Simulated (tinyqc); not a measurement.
Depth and level of a trap from the time ratio.

Question. For an oxide trap tc/te = exp(E/Vt) with E = E0 - dpsi - (xt/tox)(Vg - VT - dpsi), dpsi being the rise of the surface potential above its value at threshold. Find xt and E0, and the depth that would be read if dpsi were ignored.

Inputs (values chosen for the exercise): temperature T = 300 K; insulator thickness tox = 3.1 nm.

Constants: q = 1.602176634e-19 C, kB = 1.380649e-23 J/K, Vt = kB T/q. Results are converted to the units shown.

Vg - VT (V): 0.28  0.43
tc/te: 1.8486990  0.26584928
dpsi (V): 0.065224295  0.077632500

Solution. E + dpsi is a straight line in the oxide voltage Vg - VT - dpsi with slope -xt/tox and intercept E0. Ignoring dpsi assigns the motion of the bands to the trap and overstates its depth.

xt = 0.850 nm
E0 = 0.140 eV
depth read without dpsi = 1.04 nm

tinyqc, about 0.01 s, one thread, Intel Xeon 2.30GHz (shared host): `OMP_NUM_THREADS=1 python tinyqc.py 2710039 2710040 out.jsonl`
